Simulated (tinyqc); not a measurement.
Inside a calculation: overlap of hydrogenic dopants: pairs, impurity band and the Mott density. Values are carried at full precision from step to step, so a last printed digit may differ when a step is redone from the rounded ones.

Ry* = Ry m/eps^2, aB = a0 eps/m. For 1s orbitals a distance rho = R/aB apart, in Ry*: overlap S = exp(-rho)(1 + rho + rho^2/3), J = (2/rho)(1 - (1 + rho) exp(-2 rho)) (attraction to the other ion), Kx = 2 (1 + rho) exp(-rho) (exchange of one electron). One electron on a pair has E = -1 - (J +/- Kx)/(1 +/- S), without the repulsion 2/rho of the ions. Hopping after orthogonalisation: t = (Kx - S J)/(1 - S^2), half the splitting. Dopants on a lattice with z neighbours, n = 1/R^3 (simple cubic), give a band of width B = 2 z t, as on any lattice of two interpenetrating sublattices. Valleys, central cells and disorder are left out.

Constants: Ry = 13.60569312 eV; a0 (Bohr radius) = 0.5291772105 angstrom; hbar = 6.58211957e-16 eV s.

Parameters, chosen for this exercise (an isotropic mass and dielectric constant of the size used for donors in GaN; shifted at random, so the results belong to these values and not to a real crystal):
- m = 0.214 m0 (mass)
- eps = 9.3 (dielectric constant)
- N = 0.0074 1/aB^3 (dopant density)
- rho = 4.7 aB (distance of a pair)
- u = 1.25 Ry* (cost of a second electron on one dopant)
- z = 6 (neighbours in the dopant lattice)

## Scales

Form Ry*, aB, and the density N in 1/cm^3 (1/angstrom^3 = 1e24/cm^3).

Ry* = 33.664 meV
aB = 22.997 angstrom
density = 6.084e+17 1/cm^3

## A pair with one electron

Form S, J, Kx, the two levels, t, and the total energy of the lower state with the repulsion, relative to a distant pair (-1).

S, J, Kx: 0.11881  0.42533  0.10369

levels (Ry*): even -1.47284, odd -1.36501

t = 0.05391 Ry*
energy of the pair against a distant one (negative: bound) = -0.04731 Ry*

In this host the pair is 10.8 nm long and its splitting 2t is 3.63 meV.

## The pair with two electrons (two-site Hubbard model)

t is the hopping between the two dopants. Singlet at (u - sqrt(u^2 + 16 t^2))/2 below the triplet at 0; estimate 4 t^2/u; weight of double occupancy (1 - u/sqrt(u^2 + 16 t^2))/2; swap time pi hbar/Jx with Jx the splitting in eV. t and u are in units of Ry*.

singlet-triplet splitting (meV): exact 0.3108, 4 t^2/u 0.3131

double occupancy = 0.0073
swap time = 6.65 ps

The estimate is 0.7 % too high at 4t/u = 0.17.

## The impurity band at this density

Form R/aB, t, B = 2 z t and N^(1/3) aB. Two estimates of the gap between the Hubbard bands: u - B (rigid bands, closing at B = u) and the Hubbard-III rule, which closes at B = (2/sqrt3) u; give B/u.

R/aB = 5.1316
t = 0.03842 Ry*

B: in Ry* 0.461, in meV 15.520

N^(1/3) aB = 0.1949
B/u = 0.369

Both rules leave a gap: an insulator at T = 0. Mott's screening rule, N^(1/3) aB = 0.26, puts this density on the insulating side.

## Checks

- Overlap S against numerical integration in elliptic coordinates: both 0.11881.

Computed by tinyqc, a small Python program: `OMP_NUM_THREADS=1 python tinyqc.py 1480725 1480726 out.jsonl` (the numbers bound the seed that draws the inputs); one thread of a shared host (Intel(R) Xeon(R) Processor @ 2.30GHz), about 0.01 s for the whole set of steps.
